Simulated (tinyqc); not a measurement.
Van der Pauw, Hall and four-point-probe measurements on a doped layer: one step of the calculation.

A uniform p-type layer with sheet resistance Rs = 1/(q ns mu), point contacts, low field (mu B small).

Problem. Sheet density, mobility and bulk values. Rs = 1/z; Hall sheet density B I/(q |VH|); Hall mobility |VH|/(Rs B I); true values ns = rH times the Hall density, mu = Hall mobility/rH; bulk density ns/t, resistivity Rs t; correction factor F = Rs/[(pi/ln 2)(RA + RB)/2].

Values chosen for this exercise: Hall factor rH = 0.8; magnetic field B = 1 T; current I = 10 uA; thickness of the layer t = 180 nm.

Constants: q = 1.602176634e-19 C. Results are converted to the units shown.

converged z = 12.817413 mS
VH = 0.0031207545 mV
RA = 0.74202586 ohm
RB = 87.552746 ohm

Give: Rs; Hall sheet density; Hall mobility; ns; mu; bulk density; resistivity; F.

Solution.

Rs = 78.019 ohm/square
Hall sheet density = 2.0000e15 cm^-2
Hall mobility = 40.000 cm^2/(V s)
ns = 1.6000e15 cm^-2
mu = 50.000 cm^2/(V s)
bulk density = 8.8889e19 cm^-3
resistivity = 0.0014043 ohm cm
F = 0.38992

Program tinyqc, `OMP_NUM_THREADS=1 python tinyqc.py 2850219 2850220 out.jsonl`; Intel Xeon 2.30GHz, shared host, one thread, about 0.01 s.
